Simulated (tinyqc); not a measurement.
## Voltage drop against the factor on the load at the hot node

A grid of 25 by 25 nodes with segments Rx (rows) and Ry (columns); every node draws I1 and the central node kh I1; pads with resistance Rp sit at the nodes whose row and column are multiples of the pitch, counting from 0. The drops u = Vdd - V follow from G u = i, with G the conductance matrix and i the load currents, solved directly. Here the pitch is 8.

Values chosen for this exercise:
```
symbol,value,unit,meaning
Vdd,1,V,supply voltage
Rx,0.69,ohm,resistance of a horizontal segment
Ry,1.2,ohm,resistance of a vertical segment
Rp,0.35,ohm,resistance from a pad node to the supply
I1,1.6,mA,load current of a node in the large grid
```

Result of one run:
```
pads,worst drop (mV),mean drop (mV),largest drop at a pad (mV),largest pad current (mA),worst drop over Vdd (%)
16,74.18,54.89,30.36,86.75,7.418
```

Which factor on the load at the hot node kh gave this result: 5, 10, 20, 50 or 100?

kh = 10.

The whole series:
```
kh,pads,worst drop (mV),mean drop (mV),largest drop at a pad (mV),largest pad current (mA),worst drop over Vdd (%)
1,16,65.93,53.94,29.68,84.80,6.593
2,16,66.85,54.05,29.76,85.02,6.685
5,16,69.60,54.36,29.98,85.67,6.960
10,16,74.18,54.89,30.36,86.75,7.418
20,16,83.34,55.95,31.12,88.91,8.334
50,16,110.8,59.11,33.39,95.41,11.08
100,16,156.6,64.39,37.18,106.2,15.66
```

The worst drop rises from 65.9 to 157 mV and the mean drop rises from 53.9 to 64.4 mV. The drops are linear in the loads, so the mean grows by 0.105 mV for each unit of kh in every row. For kh = 100 the drop exceeds 15 % of the supply, where loads no longer draw a fixed current.

Numbers from tinyqc (`OMP_NUM_THREADS=1 python tinyqc.py 2770217 2770218 out.jsonl`; about 0.3 s on one thread of a shared Intel Xeon 2.30GHz).
